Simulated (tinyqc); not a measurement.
Self-consistent Fermi level with native defects, at growth and after a quench: one step, computed by the program tinyqc. Command: `OMP_NUM_THREADS=1 python tinyqc.py 3015719 3015720 out.jsonl scfermi walk`. One thread of a shared host (Intel(R) Xeon(R) Processor @ 2.30GHz), about 0.05 s of CPU time with the checks.

Energies are counted from the top of the valence band (VBM); when the gap shrinks with temperature the conduction band moves and the levels stay. The added dopant is taken as fully ionised. D and A draw on one reservoir with opposite signs, as the two vacancies of a compound do.

Question. Formation energies at E_F = 0. E_f(D, 0) = input + s and E_f(A, 0) = input - s; E_f(q, E_F = 0) follows from the levels, eps(q/q-1) = E_f(q - 1) - E_f(q) at E_F = 0.

Inputs (values chosen for the exercise, with bands modelled on CdTe): E_f of the neutral native donor D = 1.981 eV; E_f of the neutral native acceptor A = 1.212 eV; shift s of the chemical potential = 0.28 eV.

Added shallow dopant: donor.

levels of D above the VBM, most positive state first (eV): 1.11  1.11

levels of A above the VBM, (0/-1) first (eV): 0.6

Give: E_f(q, E_F = 0).

Answer.

E_f(q, E_F = 0) (eV): D(+2) 0.041, D(+1) 1.151, D(0) 2.261, A(0) 0.932, A(-1) 1.532
